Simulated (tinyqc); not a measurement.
Phase shift across the band: Koster-Slater impurity in a tight-binding band, by Green functions and by supercells. Computed by tinyqc, a small Python program. Command: `OMP_NUM_THREADS=1 python tinyqc.py 3004324 3004325 out.jsonl kosterslater walk`. One thread of a shared host (Intel(R) Xeon(R) Processor @ 2.30GHz), about 0.03 s of CPU time with the checks.

One orbital per site, e(k) = -2 t sum cos(k_i) over 2 direction(s), band from -4 t to 4 t, lattice constant 1. One site has the extra energy U. Spin is left out.

Inputs (values chosen for the exercise, for a model band): hopping t = 1.1 eV; impurity potential U = -5.17 eV; broadening eta = 0.11 eV.

Lattice: square.

Method:
- Outside the band G0(E) = (2/(pi E)) K(m), m = 16 t^2/E^2, K the complete elliptic integral with parameter m.
- A bound state solves 1/U = G0(E).
- Bisection in ln(distance from the edge) between 1e-5 t and |U| + t. Weight on the impurity site: -1/(U^2 dG0/dE), by a central difference with step min(1e-4 t, distance/30). Decay length along an axis: 1/arccosh(1 + distance/(2 t)).
- Inside the band G0(z), z = E + i eta, comes from the chain form 1/(sqrt(y - 2t) sqrt(y + 2t)) (principal roots) at y = z + 2 t cos k, averaged over k in (0, pi) with 200 Gauss-Legendre points.
- delta/pi = -arg(1 - U G0)/pi counts the states added below E (Friedel); host DOS = -Im G0/pi, DOS on the impurity = -Im[G0/(1 - U G0)]/pi; 13 evenly spaced energies from -(band edge + |U| + 2t) to +(band edge + |U| + 2t).

distance from the band edge = 1.74045 eV

level E_b = -6.14045 eV

Across the spectrum:
```
E (eV)   Re G0 (1/eV)  host DOS (1/eV)  DOS on the impurity (1/eV)  delta/pi
-11.770      -0.08818          0.00028                     0.00096   0.00269
-9.808       -0.10774          0.00043                     0.00220   0.00504
-7.847       -0.13970          0.00076                     0.00983   0.01413
-5.885       -0.20612          0.00192                     0.36377   0.85864
-3.923       -0.31991          0.07207                     0.04009   0.66216
-1.962       -0.23260          0.10350                     0.03610   0.53817
0.000         0.00000          0.23371                     0.01517   0.41801
1.962         0.23260          0.10350                     0.01348   0.20751
3.923         0.31991          0.07207                     0.00857   0.13223
5.885         0.20612          0.00192                     0.00045   0.00481
7.847         0.13970          0.00076                     0.00026   0.00228
9.808         0.10774          0.00043                     0.00018   0.00143
11.770        0.08818          0.00028                     0.00013   0.00101
```

What does the comparison show, and why?

delta/pi starts and ends near zero (+0.003 and +0.001): the impurity moves states but creates none. delta/pi rises at the bound state below the band (-6.140 eV), reaches 0.86 among these rows (1 in the limit of small eta, just above the level) and is paid back by the top of the band.

Extremes, crossings and ranges named in words are read from the listed rows.
